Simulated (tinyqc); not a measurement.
Core-level spacing from the offsets.

Inverse problem. For an overlayer B on a substrate A, dEv = (iB - iA) - (cB - vB) + (cA - vA) in binding energies, and dEc + dEv = EgB - EgA. Find dEv and the spacing iB - iA that a thin film must show.

Values chosen for this exercise:
- EgA = 1.12 eV (gap of the substrate A)
- EgB = 5.79 eV (gap of the overlayer B)

dEc = 1.1615185 eV
cA - vA = 59.578482 eV
cB - vB = 43.65 eV

Answer. The gaps give dEv, and the Kraut relation is solved for the spacing.

dEv = 3.5085 eV
iB - iA = -12.420 eV

Program tinyqc, `OMP_NUM_THREADS=1 python tinyqc.py 2410134 2410135 out.jsonl`; Intel Xeon 2.30GHz, shared host, one thread, about 0.01 s.
